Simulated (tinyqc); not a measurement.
Gamma, L and X subbands of a thin body with non-parabolic valleys: one step. Subband edges. Three cases, with inputs chosen for the exercise.

Question. n = 1 to 8 for each group; list the ten lowest.

Hard walls, flat band, c = hbar^2/2m0, energies from the bulk Gamma edge. For a valley at angle theta to the normal 1/m_z = cos^2/ml + sin^2/mt and m_d = sqrt(ml mt^2/m_z). Subband n starts at E_v + e with e (1 + a e) = c (n pi/t)^2/m_z, and its density-of-states mass is taken as m_d (1 + 2 a e), without further growth at higher in-plane energy. Groups are named by valley and degeneracy.

Constants: hbar^2/2m0 = 3.80998211 eV angstrom^2.

Case 1.

Values chosen (out of a larger set: near those of a thin GaAs channel; not measured data): t = 28 angstrom (body thickness).

Groups:

| group | g | E_v (eV) | m_z | m_d | a (1/eV) |
|---|---|---|---|---|---|
| G1 | 1 | 0.00000 | 0.068200 | 0.068200 | 0.5600 |
| L4 | 4 | 0.30500 | 0.110254 | 0.306472 | 0.3000 |
| X1 | 1 | 0.42300 | 1.272000 | 0.227000 | 0.3000 |
| X2 | 2 | 0.42300 | 0.227000 | 0.537349 | 0.3000 |

Case 2.

Values chosen (out of a larger set: near those of a thin GaSb channel; not measured data): t = 24 angstrom (body thickness).

Groups:

| group | g | E_v (eV) | m_z | m_d | a (1/eV) |
|---|---|---|---|---|---|
| G1 | 1 | 0.00000 | 0.039600 | 0.039600 | 1.1200 |
| L1 | 1 | 0.05100 | 1.298000 | 0.097000 | 0.3000 |
| L3 | 3 | 0.05100 | 0.108115 | 0.336098 | 0.3000 |
| X3 | 3 | 0.33300 | 0.310998 | 0.498638 | 0.3000 |

Case 3.

Values chosen (out of a larger set: near those of a thin Ge channel; not measured data): t = 78 angstrom (body thickness).

Groups:

| group | g | E_v (eV) | m_z | m_d | a (1/eV) |
|---|---|---|---|---|---|
| G1 | 1 | 0.00000 | 0.037300 | 0.037300 | 1.0500 |
| L2 | 2 | -0.15400 | 0.223090 | 0.219395 | 0.4900 |
| L2' | 2 | -0.15400 | 0.082000 | 0.361876 | 0.4900 |
| X4 | 4 | 0.03300 | 0.313619 | 0.319215 | 0.4900 |
| X2 | 2 | 0.03300 | 0.191000 | 0.409043 | 0.4900 |

Give: Subbands.

Answer.

Case 1.

Subbands:

| subband | g | E (eV) | DOS mass |
|---|---|---|---|
| X1 n=1 | 1 | 0.4603 | 0.2321 |
| G1 n=1 | 1 | 0.5400 | 0.1094 |
| X1 n=2 | 1 | 0.5676 | 0.2467 |
| X2 n=1 | 2 | 0.6224 | 0.6016 |
| L4 n=1 | 4 | 0.6945 | 0.3781 |
| X1 n=3 | 1 | 0.7334 | 0.2693 |
| X1 n=4 | 1 | 0.9447 | 0.2981 |
| X2 n=2 | 2 | 1.1217 | 0.7626 |
| X1 n=5 | 1 | 1.1894 | 0.3314 |
| X1 n=6 | 1 | 1.4587 | 0.3681 |

The lowest subband is X1 n=1, 80 meV below G1 n=1; in the bulk the lowest valley is Gamma.

Case 2.

Subbands:

| subband | g | E (eV) | DOS mass |
|---|---|---|---|
| L1 n=1 | 1 | 0.1006 | 0.0999 |
| L1 n=2 | 1 | 0.2413 | 0.1081 |
| L1 n=3 | 1 | 0.4548 | 0.1205 |
| X3 n=1 | 3 | 0.5311 | 0.5579 |
| L3 n=1 | 3 | 0.5731 | 0.4414 |
| L1 n=4 | 1 | 0.7210 | 0.1360 |
| G1 n=1 | 1 | 0.8463 | 0.1147 |
| L1 n=5 | 1 | 1.0242 | 0.1536 |
| X3 n=2 | 3 | 1.0278 | 0.7065 |
| L1 n=6 | 1 | 1.3530 | 0.1728 |

The lowest subband is L1 n=1, 141 meV below L1 n=2; in the bulk the lowest valley is Gamma.

Case 3.

Subbands:

| subband | g | E (eV) | DOS mass |
|---|---|---|---|
| L2 n=1 | 2 | -0.1267 | 0.2253 |
| L2' n=1 | 2 | -0.0812 | 0.3877 |
| L2 n=2 | 2 | -0.0486 | 0.2421 |
| X4 n=1 | 4 | 0.0525 | 0.3253 |
| X2 n=1 | 2 | 0.0649 | 0.4218 |
| L2 n=3 | 2 | 0.0706 | 0.2677 |
| X4 n=2 | 4 | 0.1090 | 0.3430 |
| L2' n=2 | 2 | 0.1127 | 0.4564 |
| G1 n=1 | 1 | 0.1439 | 0.0486 |
| X2 n=2 | 2 | 0.1551 | 0.4580 |

The lowest subband is L2 n=1, 45 meV below L2' n=1; in the bulk the lowest valley is L.

Computed by tinyqc, one run a case: `OMP_NUM_THREADS=1 python tinyqc.py N N+1 out.jsonl` with N = 1250065, 1250076, 1250083; one thread of a shared Intel(R) Xeon(R) Processor @ 2.30GHz, about 0.04 s a run at most.
